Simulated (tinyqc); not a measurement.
Inside a calculation. Method: plane-wave Kohn-Sham cycle with exchange-only LDA in a layered model solid. One step of it, computed by the program tinyqc.

Problem. Iteration 2: Hamiltonian at one k. H(m,m') = (k + G_m)^2/2 delta + V(G_m - G_m'), with V(-G) = V(G).

A solid whose potential varies along x alone (atomic units):
```
parameter                      value
period a                   12.100000
cross-section of the cell  33.000000
electrons per cell                 4
grid points                       16
plane waves -n..n, n               2
k points                           4
V1 in V1 cos(2 pi x/a)     -0.520000
V2 in V2 cos(4 pi x/a)     -0.190000
```

V(G_m), m = 0, 1, 2, ... (hartree): -0.212089  -0.235263  -0.094677  0.000217  0.000135

k = 0.125000 2 pi / a

Give: H.

Solution.

H (hartree):
```
        -2      -1      +0      +1      +2
-2   0.262  -0.235  -0.095   0.000   0.000
-1  -0.235  -0.109  -0.235  -0.095   0.000
+0  -0.095  -0.235  -0.210  -0.235  -0.095
+1   0.000  -0.095  -0.235  -0.041  -0.235
+2   0.000   0.000  -0.095  -0.235   0.397
```
